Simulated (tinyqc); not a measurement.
From results back to parameters: band-to-band tunnelling across a p-n junction in a two-band chain. Three cases, with inputs chosen for the exercise.

Problem. In a uniform field T = exp(-B/F), B = (pi/4) sqrt(m/c) Eg^(3/2), c = hbar^2/2m0, 1 V/angstrom = 100 MV/cm. m is the band-edge mass, the same for both bands (twice the reduced mass). The ratio below comes from a hidden m.

Constants: hbar^2/2m0 = 3.80998211 eV angstrom^2.

Find: B; m.

Method. B is the logarithm over 1/F1 - 1/F2, and m = c (4B/pi)^2/Eg^3 with B in V/angstrom.

Case 1.

Values chosen (out of a larger set: gap and mass near those of Ge (direct gap); not measured data): Eg = 0.831 eV (gap); F1 = 1.05 MV/cm (first field); F2 = 3.18 MV/cm (second field).

ln(T2/T1) = 3.898577

Solution.

B = 6.111 MV/cm
m = 0.0402 m0

Case 2.

Values chosen (out of a larger set: gap and mass near those of InGaAs; not measured data): Eg = 0.774 eV (gap); F1 = 1.14 MV/cm (first field); F2 = 2.69 MV/cm (second field).

ln(T2/T1) = 2.817829

Solution.

B = 5.575 MV/cm
m = 0.0414 m0

Case 3.

Values chosen (out of a larger set: gap and mass near those of GaSb; not measured data): Eg = 0.701 eV (gap); F1 = 0.86 MV/cm (first field); F2 = 2.77 MV/cm (second field).

ln(T2/T1) = 3.815255

Solution.

B = 4.758 MV/cm
m = 0.0406 m0

Computed by tinyqc, one run a case: `OMP_NUM_THREADS=1 python tinyqc.py N N+1 out.jsonl` with N = 1480229, 1480303, 1480334; one thread of a shared Intel(R) Xeon(R) Processor @ 2.30GHz, about 0.01 s a run at most.
